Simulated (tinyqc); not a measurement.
Inside a calculation. Method: plane-wave Kohn-Sham cycle with exchange-only LDA in a layered model solid. Computed by tinyqc, a small Python program that keeps every step. Settings: points = 16, plane-wave index or count = 3, electrons = 2, k points = 1, area = 39.0, mixing = 0.8, iteration cap = 54, Kerker q0 = 0.91. Command: `OMP_NUM_THREADS=1 python tinyqc.py 22297 22298 out.jsonl` (the two numbers bound the seeds that draw the settings). One thread of a shared host (Intel(R) Xeon(R) Processor @ 2.60GHz), about 0.01 s of CPU time with the checks. Later iterations appear only in the table of the cycle.

## Iteration 1: potential

A solid whose potential varies along x alone (atomic units):
```
parameter                      value
period a                   15.600000
cross-section of the cell  39.000000
electrons per cell                 2
grid points                       16
plane waves -n..n, n               3
k points                           1
V1 in V1 cos(2 pi x/a)     -0.630000
```

density at the start, on the grid x_j = j a/N (e/bohr^3): 0.003287  0.003287  0.003287  0.003287  0.003287  0.003287  0.003287  0.003287  0.003287  0.003287  0.003287  0.003287  0.003287  0.003287  0.003287  0.003287

V_H(G) = 4 pi rho(G)/G^2 for G != 0 (uniform background); v_x = -(3 rho/pi)^(1/3); V = V_ext + V_H + v_x; Fourier components f(G_m) = (1/N) sum_j f(x_j) exp(-i G_m x_j).

Potentials on the grid (hartree):
```
x          V_ext     V_H      v_x        V
0.0000   -0.6300  0.0000  -0.1464  -0.7764
0.9750   -0.5820  0.0000  -0.1464  -0.7285
1.9500   -0.4455  0.0000  -0.1464  -0.5919
2.9250   -0.2411  0.0000  -0.1464  -0.3875
3.9000         0  0.0000  -0.1464  -0.1464
4.8750    0.2411  0.0000  -0.1464   0.0947
5.8500    0.4455  0.0000  -0.1464   0.2991
6.8250    0.5820  0.0000  -0.1464   0.4356
7.8000    0.6300  0.0000  -0.1464   0.4836
8.7750    0.5820  0.0000  -0.1464   0.4356
9.7500    0.4455  0.0000  -0.1464   0.2991
10.7250   0.2411  0.0000  -0.1464   0.0947
11.7000        0  0.0000  -0.1464  -0.1464
12.6750  -0.2411  0.0000  -0.1464  -0.3875
13.6500  -0.4455  0.0000  -0.1464  -0.5919
14.6250  -0.5820  0.0000  -0.1464  -0.7285
```

V(G_m), m = 0, 1, 2, ... (hartree): -0.1464  -0.3150  0.0000  0.0000  0.0000  0.0000  0.0000

## Iteration 1: Hamiltonian at one k

k = 0.0000 2 pi / a

H(m,m') = (k + G_m)^2/2 delta + V(G_m - G_m'), with V(-G) = V(G).

H (hartree):
```
         -3       -2       -1       +0       +1       +2       +3
-3   0.5836  -0.3150   0.0000   0.0000   0.0000   0.0000   0.0000
-2  -0.3150   0.1780  -0.3150   0.0000   0.0000   0.0000   0.0000
-1   0.0000  -0.3150  -0.0653  -0.3150   0.0000   0.0000   0.0000
+0   0.0000   0.0000  -0.3150  -0.1464  -0.3150   0.0000   0.0000
+1   0.0000   0.0000   0.0000  -0.3150  -0.0653  -0.3150   0.0000
+2   0.0000   0.0000   0.0000   0.0000  -0.3150   0.1780  -0.3150
+3   0.0000   0.0000   0.0000   0.0000   0.0000  -0.3150   0.5836
```

## Iteration 1: levels at that k

Diagonalise the Hermitian matrix.

eigenvalues (hartree): -0.6214  -0.3205  -0.0372  0.2312  0.4121  0.7857  0.7965

## Iteration 1: new density

Motion across x is left out: the lowest 1 band(s) hold two electrons at each of the k points (j + 1/2)/nk - 1/2. Residual R = rho(out) - rho(in); rho(new) = rho(in) + 0.8 R, with R(G) scaled by G^2/(G^2 + 0.91^2) (Kerker). rho(out) = 2/(a A nk) sum |psi|^2 with psi = sum c exp(i G x). Harris energy E = band energy - dV sum rho (V_H/2 + v_x) + (3/4) dV sum rho v_x with rho(in), dV = a A/N, band energy = (2/nk) sum of the filled levels.

rho(out) (e/bohr^3): 0.015497  0.011883  0.005238  0.001248  0.000158  0.000018  0.000004  0.000000  0.000000  0.000000  0.000004  0.000018  0.000158  0.001248  0.005238  0.011883

density after iteration 1 (e/bohr^3): 0.006840  0.005232  0.002666  0.001865  0.002350  0.002854  0.003101  0.003198  0.003225  0.003198  0.003101  0.002854  0.002350  0.001865  0.002666  0.005232

energy per cell = -1.169678 hartree

## Iteration 2: potential

As before.

Potentials on the grid (hartree):
```
x          V_ext      V_H      v_x        V
0.0000   -0.6300   0.0943  -0.1869  -0.7226
0.9750   -0.5820   0.0748  -0.1710  -0.6782
1.9500   -0.4455   0.0331  -0.1365  -0.5489
2.9250   -0.2411  -0.0032  -0.1212  -0.3655
3.9000         0  -0.0238  -0.1309  -0.1547
4.8750    0.2411  -0.0331  -0.1397   0.0683
5.8500    0.4455  -0.0370  -0.1436   0.2649
6.8250    0.5820  -0.0386  -0.1451   0.3984
7.8000    0.6300  -0.0390  -0.1455   0.4456
8.7750    0.5820  -0.0386  -0.1451   0.3984
9.7500    0.4455  -0.0370  -0.1436   0.2649
10.7250   0.2411  -0.0331  -0.1397   0.0683
11.7000        0  -0.0238  -0.1309  -0.1547
12.6750  -0.2411  -0.0032  -0.1212  -0.3655
13.6500  -0.4455   0.0331  -0.1365  -0.5489
14.6250  -0.5820   0.0748  -0.1710  -0.6782
```

V(G_m), m = 0, 1, 2, ... (hartree): -0.1443  -0.2900  0.0036  -0.0025  -0.0011  0.0003  0.0005

## Iteration 2: Hamiltonian at one k

k = 0.0000 2 pi / a

As before.

H (hartree):
```
         -3       -2       -1       +0       +1       +2       +3
-3   0.5857  -0.2900   0.0036  -0.0025  -0.0011   0.0003   0.0005
-2  -0.2900   0.1802  -0.2900   0.0036  -0.0025  -0.0011   0.0003
-1   0.0036  -0.2900  -0.0632  -0.2900   0.0036  -0.0025  -0.0011
+0  -0.0025   0.0036  -0.2900  -0.1443  -0.2900   0.0036  -0.0025
+1  -0.0011  -0.0025   0.0036  -0.2900  -0.0632  -0.2900   0.0036
+2   0.0003  -0.0011  -0.0025   0.0036  -0.2900   0.1802  -0.2900
+3   0.0005   0.0003  -0.0011  -0.0025   0.0036  -0.2900   0.5857
```

## Iteration 2: levels at that k

As before.

eigenvalues (hartree): -0.5735  -0.2869  -0.0250  0.2243  0.3881  0.7624  0.7716

## Iteration 2: new density

As before.

rho(out) (e/bohr^3): 0.015220  0.011767  0.005339  0.001357  0.000195  0.000025  0.000005  0.000000  0.000000  0.000000  0.000005  0.000025  0.000195  0.001357  0.005339  0.011767

density after iteration 2 (e/bohr^3): 0.008894  0.006568  0.002681  0.001159  0.001645  0.002388  0.002830  0.003033  0.003093  0.003033  0.002830  0.002388  0.001645  0.001159  0.002681  0.006568

energy per cell = -1.084483 hartree

## Convergence

Stop when sqrt(dV sum R^2) is below 1e-8, dV = a A/N.

Course of the cycle:
```
iteration  E (hartree)  norm of the residual
1            -1.169678              1.25e-01
2            -1.084483              9.67e-02
3            -1.020590              7.84e-02
4            -0.975072              6.54e-02
5            -0.942722              5.52e-02
6            -0.919711              4.70e-02
7            -0.903320              4.02e-02
8            -0.891643              3.44e-02
9            -0.883343              2.94e-02
10           -0.877469              2.51e-02
11           -0.873333              2.15e-02
...                ...                   ...
44           -0.864472              1.06e-04
45           -0.864473              9.08e-05
46           -0.864473              7.75e-05
47           -0.864473              6.62e-05
48           -0.864473              5.65e-05
49           -0.864473              4.82e-05
50           -0.864474              4.12e-05
51           -0.864474              3.52e-05
52           -0.864474              3.01e-05
53           -0.864474              2.57e-05
54           -0.864474              2.20e-05
```

Not converged within 54 iterations: the residual falls steadily but slowly, by a factor of about 0.85 a step. Reruns (cap 100 unless said): mixing 0.1: not converged; mixing 0.5, Kerker q0 1.0: not converged; mixing 0.3, Pulay depth 5: converged in 24 (E = -0.86447); the original settings with a cap of 400: converged in 104 (E = -0.86447).
